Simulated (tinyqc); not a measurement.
# Field length and prefactor from two substrate currents

Question. For Em = (Vd - Vdsat)/l, Isub/Id = (Ai/Bi)(Vd - Vdsat) exp(-Bi l/(Vd - Vdsat)), and l = sqrt(3 tox xj). Find l, Ai and xj.

Parameters, values chosen for the exercise: oxide thickness tox = 26 nm; ionisation field Bi = 1.69 MV/cm.

Isub/Id at Vd - Vdsat = 3.5 and 4.7 V: [2.99174690e-4, 0.00458463119]

Answer. ln[Isub/(Id (Vd - Vdsat))] is linear in 1/(Vd - Vdsat) with slope -Bi l.

l = 197.5 nm
Ai = 2.000e6 1/cm
xj = 500.0 nm

Program tinyqc, `OMP_NUM_THREADS=1 python tinyqc.py 2550031 2550032 out.jsonl`; Intel Xeon 2.30GHz, shared host, one thread, about 0.01 s.
